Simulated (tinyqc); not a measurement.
ROHF in the 6-31g basis, for H2+, spin multiplicity 2, step by step. Computed by tinyqc, a small Python program that keeps every step (integrals from PySCF). Settings: charge = 1, multiplicity = 2, basis = 6-31g, energy threshold = 1e-09, iteration cap = 79, orthogonalisation = symmetric, start = random, DIIS depth = 4, method = ROHF. Command: `OMP_NUM_THREADS=1 python tinyqc.py 28250 28251 out.jsonl` (the two numbers bound the seeds that draw the settings). One thread of a shared host (Intel(R) Xeon(R) Processor @ 2.60GHz), about 0.01 s of CPU time with the checks. Later iterations appear only in the table of the cycle.

## One-electron integrals

Geometry (angstrom):
```
atom         x         y         z
H     0.000000  0.000000  0.000000
H     0.000000  0.000000  0.883000
```

Basis 6-31g: exponents (1/bohr^2) and contraction coefficients of normalised primitives:
```
element  l (shell)   exponent  coefficient
H            s (1)  18.731137     0.033495
H            s (1)   2.825394     0.234727
H            s (1)   0.640122     0.813757
H            s (2)   0.161278     1.000000
```

Overlap, kinetic and nuclear-attraction integrals over the contracted functions; the nuclear repulsion is the sum of Za Zb / Rab.

nuclear repulsion = 0.59929469 hartree

overlap S:
```
          1H 1s     1H 2s     2H 1s     2H 2s
1H 1s  1.000000  0.658292  0.335874  0.456540
1H 2s  0.658292  1.000000  0.456540  0.798896
2H 1s  0.335874  0.456540  1.000000  0.658292
2H 2s  0.456540  0.798896  0.658292  1.000000
```

kinetic energy T (hartree):
```
          1H 1s     1H 2s     2H 1s     2H 2s
1H 1s  1.395678  0.259735  0.100616  0.135908
1H 2s  0.259735  0.241917  0.135908  0.164338
2H 1s  0.100616  0.135908  1.395678  0.259735
2H 2s  0.135908  0.164338  0.259735  0.241917
```

nuclear attraction V (hartree):
```
           1H 1s      1H 2s      2H 1s      2H 2s
1H 1s  -2.249514  -1.124689  -0.707146  -0.807581
1H 2s  -1.124689  -1.132169  -0.807581  -0.952211
2H 1s  -0.707146  -0.807581  -2.249514  -1.124689
2H 2s  -0.807581  -0.952211  -1.124689  -1.132169
```

core Hamiltonian H = T + V (hartree):
```
           1H 1s      1H 2s      2H 1s      2H 2s
1H 1s  -0.853836  -0.864954  -0.606530  -0.671674
1H 2s  -0.864954  -0.890253  -0.671674  -0.787873
2H 1s  -0.606530  -0.671674  -0.853836  -0.864954
2H 2s  -0.671674  -0.787873  -0.864954  -0.890253
```

## Two-electron integrals

Functions are numbered as in S; the eight-fold symmetry (ij|kl) = (ji|kl) = (kl|ij) leaves the list below.

Two-electron integrals (ij|kl) in chemists' order, unique and non-zero (hartree):
```
(11|11) 1.076566   (21|11) 0.578470   (21|21) 0.329423   (22|11) 0.587396
(22|21) 0.361304   (22|22) 0.453150   (31|11) 0.285276   (31|21) 0.164451
(31|22) 0.182914   (31|31) 0.106701   (32|11) 0.285609   (32|21) 0.175720
(32|22) 0.217798   (32|31) 0.121483   (32|32) 0.157373   (33|11) 0.578170
(33|21) 0.364696   (33|22) 0.467617   (33|31) 0.285276   (33|32) 0.392828
(33|33) 1.076566   (41|11) 0.392828   (41|21) 0.224794   (41|22) 0.248450
(41|31) 0.121483   (41|32) 0.133096   (41|33) 0.285609   (41|41) 0.157373
(42|11) 0.441267   (42|21) 0.273487   (42|22) 0.348917   (42|31) 0.154936
(42|32) 0.195492   (42|33) 0.441267   (42|41) 0.195492   (42|42) 0.289216
(43|11) 0.364696   (43|21) 0.228918   (43|22) 0.295281   (43|31) 0.164451
(43|32) 0.224794   (43|33) 0.578470   (43|41) 0.175720   (43|42) 0.273487
(43|43) 0.329423   (44|11) 0.467617   (44|21) 0.295281   (44|22) 0.393561
(44|31) 0.182914   (44|32) 0.248450   (44|33) 0.587396   (44|41) 0.217798
(44|42) 0.348917   (44|43) 0.361304   (44|44) 0.453150
```

## Orthogonalisation

S = U s U^T; symmetric (Loewdin) form X = U s^(-1/2) U^T, so that X^T S X = 1.

eigenvalues of S: 0.125530  0.428769  0.739700  2.706001

X:
```
           1H 1s      1H 2s      2H 1s      2H 2s
1H 1s   1.263970  -0.497625  -0.102974   0.047592
1H 2s  -0.497625   1.796152   0.047592  -0.822068
2H 1s  -0.102974   0.047592   1.263970  -0.497625
2H 2s   0.047592  -0.822068  -0.497625   1.796152
```

## Starting guess

The start is random orthonormal orbitals; D(s) = C_occ C_occ^T for each spin.

D(alpha) at the start:
```
           1H 1s      1H 2s      2H 1s      2H 2s
1H 1s   0.118065   0.124567  -0.393181   0.064555
1H 2s   0.124567   0.131427  -0.414834   0.068111
2H 1s  -0.393181  -0.414834   1.309375  -0.214983
2H 2s   0.064555   0.068111  -0.214983   0.035297
```

D(beta) at the start:
```
          1H 1s     1H 2s     2H 1s     2H 2s
1H 1s  0.000000  0.000000  0.000000  0.000000
1H 2s  0.000000  0.000000  0.000000  0.000000
2H 1s  0.000000  0.000000  0.000000  0.000000
2H 2s  0.000000  0.000000  0.000000  0.000000
```

## Iteration 1: building the Fock matrix

J_ij = sum D_kl (ij|kl) with D = D(alpha) + D(beta), K_ij = sum D_kl (ik|jl) for each spin; F = H + J - K(s); E = tr D H + tr D J / 2 - 0.5 sum_s tr D(s) K(s) + E_nn.

Coulomb J (hartree):
```
          1H 1s     1H 2s     2H 1s     2H 2s
1H 1s  0.614699  0.378543  0.260067  0.282133
1H 2s  0.378543  0.473208  0.350315  0.419207
2H 1s  0.260067  0.350315  0.948955  0.511563
2H 2s  0.282133  0.419207  0.511563  0.535948
```

exchange K(alpha) (hartree):
```
           1H 1s     1H 2s      2H 1s     2H 2s
1H 1s   0.128119  0.086851  -0.019101  0.034590
1H 2s   0.086851  0.084638   0.081318  0.064121
2H 1s  -0.019101  0.081318   0.737687  0.254444
2H 2s   0.034590  0.064121   0.254444  0.107847
```

exchange K(beta) (hartree):
```
          1H 1s     1H 2s     2H 1s     2H 2s
1H 1s  0.000000  0.000000  0.000000  0.000000
1H 2s  0.000000  0.000000  0.000000  0.000000
2H 1s  0.000000  0.000000  0.000000  0.000000
2H 2s  0.000000  0.000000  0.000000  0.000000
```

F(alpha) (hartree):
```
           1H 1s      1H 2s      2H 1s      2H 2s
1H 1s  -0.367255  -0.573263  -0.327362  -0.424131
1H 2s  -0.573263  -0.501683  -0.402677  -0.432788
2H 1s  -0.327362  -0.402677  -0.642568  -0.607835
2H 2s  -0.424131  -0.432788  -0.607835  -0.462152
```

F(beta) (hartree):
```
           1H 1s      1H 2s      2H 1s      2H 2s
1H 1s  -0.239136  -0.486412  -0.346463  -0.389541
1H 2s  -0.486412  -0.417045  -0.321359  -0.368666
2H 1s  -0.346463  -0.321359   0.095119  -0.353391
2H 2s  -0.389541  -0.368666  -0.353391  -0.354305
```

total energy of this density = 0.22865267 hartree

## Iteration 1: Roothaan effective Fock matrix

With projectors Pc = D(beta) S, Po = (D(alpha) - D(beta)) S, Pv = 1 - D(alpha) S, the block xy is Px^T F Py; with Fc = (F(alpha) + F(beta))/2, the blocks are Fc for cc, oo, vv and cv, F(beta) for co and F(alpha) for ov.

effective F (hartree):
```
           1H 1s      1H 2s      2H 1s      2H 2s
1H 1s  -0.262725  -0.484823  -0.371140  -0.396530
1H 2s  -0.484823  -0.414237  -0.425003  -0.398793
2H 1s  -0.371140  -0.425003  -0.370362  -0.537363
2H 2s  -0.396530  -0.398793  -0.537363  -0.423976
```

## Iteration 1: diagonalisation and new density

Diagonalise F' = X^T F X, C = X C', fill 1 alpha and 0 beta electrons from the bottom; D(s) = C_occ C_occ^T. Each column has its largest component positive (the first on a tie).

F' = X^T F X (hartree):
```
           1          2          3          4
1   0.112196  -0.442032  -0.187394  -0.048166
2  -0.442032   0.018087  -0.062648  -0.135256
3  -0.187394  -0.062648   0.004057  -0.469940
4  -0.048166  -0.135256  -0.469940   0.038223
```

orbital energies (hartree): MO1 -0.633749, MO2 -0.196506, MO3 0.393936, MO4 0.608883

coefficients C:
```
            MO1        MO2        MO3        MO4
1H 1s  0.303978   0.352659   0.774375  -1.020633
1H 2s  0.215040   1.165827  -0.605345   1.542730
2H 1s  0.425153  -0.360625   0.825936   0.930131
2H 2s  0.288685  -1.068135  -0.822128  -1.500569
```

D(alpha) after iteration 1:
```
          1H 1s     1H 2s     2H 1s     2H 2s
1H 1s  0.092403  0.065367  0.129237  0.087754
1H 2s  0.065367  0.046242  0.091425  0.062079
2H 1s  0.129237  0.091425  0.180755  0.122735
2H 2s  0.087754  0.062079  0.122735  0.083339
```

D(beta) after iteration 1:
```
          1H 1s     1H 2s     2H 1s     2H 2s
1H 1s  0.000000  0.000000  0.000000  0.000000
1H 2s  0.000000  0.000000  0.000000  0.000000
2H 1s  0.000000  0.000000  0.000000  0.000000
2H 2s  0.000000  0.000000  0.000000  0.000000
```

## Iteration 2: building the Fock matrix

As before.

Coulomb J (hartree):
```
          1H 1s     1H 2s     2H 1s     2H 2s
1H 1s  0.684957  0.407994  0.253845  0.297715
1H 2s  0.407994  0.486301  0.314134  0.414648
2H 1s  0.253845  0.314134  0.758750  0.441222
2H 2s  0.297715  0.414648  0.441222  0.506895
```

exchange K(alpha) (hartree):
```
          1H 1s     1H 2s     2H 1s     2H 2s
1H 1s  0.453220  0.385495  0.383450  0.367615
1H 2s  0.385495  0.375729  0.408380  0.381903
2H 1s  0.383450  0.408380  0.599402  0.469223
2H 2s  0.367615  0.381903  0.469223  0.416445
```

exchange K(beta) (hartree):
```
          1H 1s     1H 2s     2H 1s     2H 2s
1H 1s  0.000000  0.000000  0.000000  0.000000
1H 2s  0.000000  0.000000  0.000000  0.000000
2H 1s  0.000000  0.000000  0.000000  0.000000
2H 2s  0.000000  0.000000  0.000000  0.000000
```

F(alpha) (hartree):
```
           1H 1s      1H 2s      2H 1s      2H 2s
1H 1s  -0.622099  -0.842456  -0.736134  -0.741574
1H 2s  -0.842456  -0.779681  -0.765920  -0.755129
2H 1s  -0.736134  -0.765920  -0.694488  -0.892955
2H 2s  -0.741574  -0.755129  -0.892955  -0.799803
```

F(beta) (hartree):
```
           1H 1s      1H 2s      2H 1s      2H 2s
1H 1s  -0.168879  -0.456961  -0.352684  -0.373959
1H 2s  -0.456961  -0.403952  -0.357540  -0.373226
2H 1s  -0.352684  -0.357540  -0.095086  -0.423732
2H 2s  -0.373959  -0.373226  -0.423732  -0.383358
```

total energy of this density = -0.56998958 hartree

## Iteration 2: Roothaan effective Fock matrix

As before.

effective F (hartree):
```
           1H 1s      1H 2s      2H 1s      2H 2s
1H 1s  -0.409270  -0.633587  -0.574422  -0.544208
1H 2s  -0.633587  -0.535468  -0.560278  -0.509062
2H 1s  -0.574422  -0.560278  -0.445088  -0.660579
2H 2s  -0.544208  -0.509062  -0.660579  -0.537937
```

## Iteration 2: DIIS over 2 matrices

error matrix X^T (FDS - SDF) X:
```
          1          2          3          4
1  0.000000  -0.049448  -0.046112  -0.054462
2  0.049448   0.000000   0.013646   0.000388
3  0.046112  -0.013646   0.000000  -0.014668
4  0.054462  -0.000388   0.014668   0.000000
```

B (overlaps of the stored error matrices):
```
               1              2
1  2.8877201e-01  4.3727941e-03
2  4.3727941e-03  1.5878102e-02
```

Minimise |sum c_i e_i|^2 with sum c_i = 1: solve [B -1; -1 0][c; lambda] = [0; -1] with B_ij = tr e_i^T e_j, and take F = sum c_i F_i.

DIIS coefficients: 0.038882  0.961118

extrapolated F (hartree):
```
           1H 1s      1H 2s      2H 1s      2H 2s
1H 1s  -0.403572  -0.627803  -0.566518  -0.538466
1H 2s  -0.627803  -0.530754  -0.555019  -0.504775
2H 1s  -0.566518  -0.555019  -0.442183  -0.655788
2H 2s  -0.538466  -0.504775  -0.655788  -0.533506
```

## Iteration 2: diagonalisation and new density

As before.

F' = X^T F X (hartree):
```
           1          2          3          4
1   0.063818  -0.511177  -0.351791  -0.083723
2  -0.511177  -0.018139  -0.093172  -0.134377
3  -0.351791  -0.093172   0.036500  -0.538621
4  -0.083723  -0.134377  -0.538621   0.002492
```

orbital energies (hartree): MO1 -0.840901, MO2 -0.193249, MO3 0.396261, MO4 0.722561

coefficients C:
```
            MO1        MO2        MO3        MO4
1H 1s  0.389662   0.257354   0.821225   0.982671
1H 2s  0.205878   1.280106  -0.760936  -1.375418
2H 1s  0.423663  -0.262405   0.739881  -1.030703
2H 2s  0.224962  -1.251131  -0.692628   1.433940
```

D(alpha) after iteration 2:
```
          1H 1s     1H 2s     2H 1s     2H 2s
1H 1s  0.151836  0.080223  0.165085  0.087659
1H 2s  0.080223  0.042386  0.087223  0.046315
2H 1s  0.165085  0.087223  0.179490  0.095308
2H 2s  0.087659  0.046315  0.095308  0.050608
```

D(beta) after iteration 2:
```
          1H 1s     1H 2s     2H 1s     2H 2s
1H 1s  0.000000  0.000000  0.000000  0.000000
1H 2s  0.000000  0.000000  0.000000  0.000000
2H 1s  0.000000  0.000000  0.000000  0.000000
2H 2s  0.000000  0.000000  0.000000  0.000000
```

## Iteration 7 (converged): orbitals

converged F (hartree):
```
           1H 1s      1H 2s      2H 1s      2H 2s
1H 1s  -0.415027  -0.634688  -0.575683  -0.543148
1H 2s  -0.634688  -0.520927  -0.543148  -0.494683
2H 1s  -0.575683  -0.543148  -0.415027  -0.634688
2H 2s  -0.543148  -0.494683  -0.634688  -0.520927
```

As before.

F' = X^T F X (hartree):
```
           1          2          3          4
1   0.059281  -0.522412  -0.369555  -0.085312
2  -0.522412  -0.001222  -0.085312  -0.130422
3  -0.369555  -0.085312   0.059281  -0.522412
4  -0.085312  -0.130422  -0.522412  -0.001222
```

orbital energies (hartree): MO1 -0.835211, MO2 -0.183044, MO3 0.393293, MO4 0.741080

coefficients C:
```
            MO1        MO2        MO3        MO4
1H 1s  0.413255  -0.248140   0.777458  -1.010607
1H 2s  0.209422  -1.282369  -0.729265   1.389856
2H 1s  0.413255   0.248140   0.777458   1.010607
2H 2s  0.209422   1.282369  -0.729265  -1.389856
```

D(alpha) after iteration 7:
```
          1H 1s     1H 2s     2H 1s     2H 2s
1H 1s  0.170779  0.086545  0.170779  0.086545
1H 2s  0.086545  0.043857  0.086545  0.043857
2H 1s  0.170779  0.086545  0.170779  0.086545
2H 2s  0.086545  0.043857  0.086545  0.043857
```

D(beta) after iteration 7:
```
          1H 1s     1H 2s     2H 1s     2H 2s
1H 1s  0.000000  0.000000  0.000000  0.000000
1H 2s  0.000000  0.000000  0.000000  0.000000
2H 1s  0.000000  0.000000  0.000000  0.000000
2H 2s  0.000000  0.000000  0.000000  0.000000
```

## Convergence

Stop when the energy changes by less than 1e-09 hartree and every element of the error matrix X^T (F D S - S D F) X is below 9e-06.

Course of the cycle:
```
iteration  E (hartree)     change  largest element of the error matrix
1           0.22865267          -                             3.25e-01
2          -0.56998958  -7.99e-01                             5.45e-02
3          -0.57821038  -8.22e-03                             1.28e-02
4          -0.57864633  -4.36e-04                             1.16e-03
5          -0.57864981  -3.47e-06                             8.00e-05
6          -0.57864982  -1.02e-08                             7.13e-06
7          -0.57864982  -1.05e-10                             6.65e-09
```

PySCF ROHF in the same basis = -0.57864982 hartree

Converged in 7 iterations.

## Populations, bond orders and dipole

Mulliken: Z minus the diagonal of D S on the atom; Loewdin: the same with S^(1/2) D S^(1/2); Mayer order: 2 sum_s sum (D(s) S)_ij (D(s) S)_ji over the two atoms.

Charges (e):
```
atom  Mulliken   Loewdin  Mulliken spin
1H    0.500000  0.500000       0.500000
2H    0.500000  0.500000       0.500000
```

Mayer bond orders:
```
pair     order
2-1   0.500000
```

dipole moment about the origin, x y z (debye): 0.000000  0.000000  2.120615
